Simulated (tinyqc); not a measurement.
## Implanted layer, carriers, mobility and sheet resistance: effect of the background doping of the opposite type

An n-type layer from the surface x = 0 to the junction xj, N(x) = N0 exp(-(x - Rp)^2/(2 sg^2)). Local neutrality (no depletion at surface or junction, no spilling of carriers), intrinsic carriers neglected, full ionisation of active dopants.

xj = Rp + sg sqrt(2 ln(N0/Nb)). Active dopant A = min(N, Ns); n = A - Nb; mobility mu = m1 + (m2 (T/300 K)^(-bt) - m1)/(1 + ((A + Nb)/Nr)^am). Dose = integral of N, carrier sheet density = integral of n, 1/Rs = q integral of n mu, mean mobility 1/(q Rs sheet density), Hall mobility (unit Hall factor) = integral of n mu^2 over integral of n mu, Hall sheet density = (integral of n mu)^2/integral of n mu^2; all from 0 to xj. Integrals on 4000 steps.

Inputs (values chosen for the exercise); values close to those of phosphorus in silicon over a p-type background:
```
symbol    value        unit                                 meaning
T           500           K                             temperature
N0       1.2e19       cm^-3             peak chemical concentration
m1         69.8  cm^2/(V s)           mobility limit at high doping
m2         1450  cm^2/(V s)  mobility limit at low doping, at 300 K
Nr      9.45e16       cm^-3    reference doping of the mobility law
am        0.693                        exponent of the mobility law
bt            2                          temperature exponent of m2
Ns      4.14e20       cm^-3       solubility limit of active dopant
sg           57          nm                straggle after annealing
Rp           45          nm                         projected range
```

Constants: q = 1.602176634e-19 C. Results are converted to the units shown.

Effect of the background doping of the opposite type:
```
Nb (cm^-3),xj (nm),dose (cm^-2),carriers (cm^-2),Rs (ohm/square),mean mobility (cm^2/(V s)),Rs xj (ohm nm),Hall/true sheet density
1.6e15,285.8,1.346e14,1.346e14,509.4,91.06,1.456e5,0.9666
6.2e15,266.8,1.346e14,1.344e14,510.4,90.96,1.362e5,0.9694
2.4e16,246.0,1.346e14,1.340e14,513.7,90.68,1.264e5,0.9753
9.6e16,222.1,1.344e14,1.323e14,524.2,89.99,1.164e5,0.9844
3.8e17,194.8,1.339e14,1.265e14,557.1,88.58,1.085e5,0.9933
1.5e18,161.2,1.311e14,1.069e14,678.7,86.05,1.094e5,0.9985
```

As Nb goes from 1.6e15 to 1.5e18, xj falls from 286 to 161 nm, Rs rises from 509 to 679 ohm/square, the mean mobility falls from 91.1 to 86.1 cm^2/(V s) and the share of the dose that conducts falls from 100 to 81.5 %.

Program tinyqc, `OMP_NUM_THREADS=1 python tinyqc.py 2110016 2110017 out.jsonl`; Intel Xeon 2.30GHz, shared host, one thread, about 0.01 s.
